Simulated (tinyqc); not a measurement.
# Double-gate transistor below threshold, two-dimensional Poisson equation on a small mesh: what changes with what

Half of a symmetric double-gate structure: row 0 is the mid-plane of the body, where the normal field vanishes. Mobile charge is neglected (subthreshold), the body is fully depleted, and potentials are counted from the intrinsic level; rows run upward to the gate, columns from source to drain.

Values chosen for this exercise; semiconductor permittivity close to that of silicon:
- T = 300 K (temperature)
- eps_r = 11.5 (relative permittivity of the semiconductor)
- eox = 3.9 (relative permittivity of the insulator)
- tb = 8 nm (half the body thickness)
- tox = 2.2 nm (insulator thickness)
- L = 36 nm (channel length)
- Na = 8.7e17 cm^-3 (acceptor density of the depleted body)
- Vbi = 0.49 V (potential of the source)
- Vfb = 0.14 V (gate offset)
- Vg = 0.1 V (gate voltage)
- Vd = 0.05 V (drain voltage)

Constants: q = 1.602176634e-19 C, kB = 1.380649e-23 J/K, Vt = kB T/q, eps0 = 8.8541878128e-14 F/cm where lengths are in cm. Results are converted to the units shown.

Each table varies one quantity; the others keep the values above.

## Effect of the insulator thickness

Mesh: rows i = 0..12 in the semiconductor (step hs = tb/12, row 12 on the interface), then 8 step(s) ho = tox/8 up to the gate row 20; columns j = 0..80 (step hy = L/80). Box integration, divided by eps0: up_i = eps hy/h of the interval above row i, dn_i = that of the interval below (0 for row 0), lat_i = (sum of eps h/2 over the intervals above and below)/hy, s_i = -q Na w_i hy/eps0 with w_i the semiconductor height of the box (hs/2 for row 0 and the interface row, hs between, 0 in the insulator). Each free node obeys (up + dn + 2 lat) psi = up psi(above) + dn psi(below) + lat [psi(left) + psi(right)] + s. Fixed values: gate row Vg - Vfb; column 0 at Vbi and the last column at Vbi + Vd in the semiconductor, each running linearly to Vg - Vfb across the insulator. The system is solved directly. On row 0 the minimum of psi and its place come from a parabola through the three lowest nodes; barrier = Vbi - minimum, swing = Vt ln 10/(d psi/dVg), DIBL = (d psi/dVd)/(d psi/dVg) there. Lambda = pi/k with k the smallest positive root of tan(k tox) tan(k tb) = eox/eps_r.

Results:

| tox (nm) | L/Lambda | barrier (V) | place y/L | swing (mV/decade) | DIBL (mV/V) |
|---|---|---|---|---|---|
| 0.88 | 1.716 | 0.5017 | 0.4924 | 71.16 | 93.65 |
| 1.2 | 1.591 | 0.4908 | 0.4918 | 73.94 | 116.1 |
| 1.7 | 1.436 | 0.4743 | 0.4911 | 78.47 | 152.6 |
| 2.3 | 1.297 | 0.4556 | 0.4903 | 84.11 | 198.1 |
| 4.4 | 1.000 | 0.4012 | 0.4880 | 105.2 | 367.8 |

Estimate the missing row, tox = 3.2 nm.

Computed row:

| tox (nm) | L/Lambda | barrier (V) | place y/L | swing (mV/decade) | DIBL (mV/V) |
|---|---|---|---|---|---|
| 3.2 | 1.143 | 0.4303 | 0.4892 | 92.93 | 269.1 |

With this row back in the table: As tox goes from 0.88 to 4.4 nm, the barrier falls from 0.502 to 0.401 V, the swing rises from 71.2 to 105 mV a decade and DIBL rises from 93.7 to 368 mV/V; the ideal swing is 59.5. L/Lambda goes from 1.7 to 1.0.

## Effect of the acceptor density of the depleted body

Same model as above.

Result of one run:

| Na (cm^-3) | L/Lambda | barrier (V) | place y/L | swing (mV/decade) | DIBL (mV/V) |
|---|---|---|---|---|---|
| 2e18 | 1.317 | 0.5703 | 0.4921 | 83.15 | 191.7 |

What becomes of these results when the acceptor density of the depleted body Na is changed from 2e18 to 1e18 cm^-3, all else the same?

Result of the changed run:

| Na (cm^-3) | L/Lambda | barrier (V) | place y/L | swing (mV/decade) | DIBL (mV/V) |
|---|---|---|---|---|---|
| 1e18 | 1.317 | 0.4714 | 0.4907 | 83.16 | 190.6 |

The whole series:

| Na (cm^-3) | L/Lambda | barrier (V) | place y/L | swing (mV/decade) | DIBL (mV/V) |
|---|---|---|---|---|---|
| 0 | 1.317 | 0.3726 | 0.4887 | 83.17 | 189.0 |
| 5e17 | 1.317 | 0.4220 | 0.4898 | 83.16 | 189.9 |
| 1e18 | 1.317 | 0.4714 | 0.4907 | 83.16 | 190.6 |
| 2e18 | 1.317 | 0.5703 | 0.4921 | 83.15 | 191.7 |
| 3e18 | 1.317 | 0.6692 | 0.4931 | 83.15 | 192.6 |
| 5e18 | 1.317 | 0.8670 | 0.4945 | 83.14 | 193.7 |

As Na goes from 0 to 5e18 cm^-3, the barrier rises from 0.373 to 0.867 V, the swing stays near 83.2 mV a decade and DIBL rises from 189 to 194 mV/V; the ideal swing is 59.5. The barrier top moves from y/L = 0.489 to 0.495.

## Effect of the channel length

Same model as above.

Effect of the channel length:

| L (nm) | L/Lambda | barrier (V) | place y/L | swing (mV/decade) | DIBL (mV/V) |
|---|---|---|---|---|---|
| 25 | 0.9148 | 0.3088 | 0.4847 | 122.2 | 500.5 |
| 30 | 1.098 | 0.3862 | 0.4881 | 98.33 | 311.7 |
| 36 | 1.317 | 0.4586 | 0.4904 | 83.16 | 190.4 |
| 44 | 1.610 | 0.5261 | 0.4924 | 72.70 | 106.4 |
| 53 | 1.939 | 0.5737 | 0.4937 | 66.77 | 58.54 |
| 65 | 2.378 | 0.6091 | 0.4949 | 62.96 | 27.76 |
| 79 | 2.891 | 0.6288 | 0.4958 | 61.02 | 12.05 |
| 96 | 3.513 | 0.6388 | 0.4965 | 60.08 | 4.475 |

What does the comparison show?

As L goes from 25 to 96 nm, the barrier rises from 0.309 to 0.639 V, the swing falls from 122 to 60.1 mV a decade and DIBL falls from 500 to 4.48 mV/V; the ideal swing is 59.5. L/Lambda goes from 0.91 to 3.5. Between the last two rows DIBL decays with a length of 17.2 nm; 2 Lambda/pi is 17.4 nm.

Computed by the program tinyqc: `OMP_NUM_THREADS=1 python tinyqc.py 2480130 2480131 out.jsonl`, one thread of a shared Intel Xeon 2.30GHz, about 0.1 s for the whole run.
